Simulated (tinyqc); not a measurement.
Permeation of metal atoms or ions through a thin barrier or dielectric: time lag, field-aided drift and lifetime: one step, computed by the program tinyqc. Command: `OMP_NUM_THREADS=1 python tinyqc.py 3025994 3025995 out.jsonl barrier walk`. One thread of a shared host (Intel(R) Xeon(R) Processor @ 2.30GHz), about 0.01 s of CPU time with the checks.

The film 0 < x < d is empty at first; C = C0 at x = 0 and C = 0 at x = d. dC/dt = D d2C/dx2 - v dC/dx with drift v = D z e V/(k_B T d) (uniform field, no space charge).

Problem. Steady flux and time lag. Steady flux J = (D C0/d) P/(1 - exp(-P)); time lag in units of d^2/D: s_L = [P (1 + exp(-P))/(1 - exp(-P)) - 2]/P^2 (P = 0: J = D C0/d, s_L = 1/6).

Inputs (values chosen for the exercise, for a model case: singly charged ions through a dielectric): thickness d = 29 nm; concentration at the source side C0 = 6.2e+14 1/cm^3; test temperature T = 250 C.

Peclet number P = 5.767322

diffusivity D = 1.561030e-14 cm^2/s

time scale d^2/D = 538.7467 s

Give: flux relative to D C0/d; steady flux J; time lag s_L; time lag.

Solution.

flux relative to D C0/d = 5.7854

steady flux J = 1.9308e+07 1/(cm^2 s)

time lag s_L = 0.11435

time lag = 61.606 s

Drift and diffusion both act.
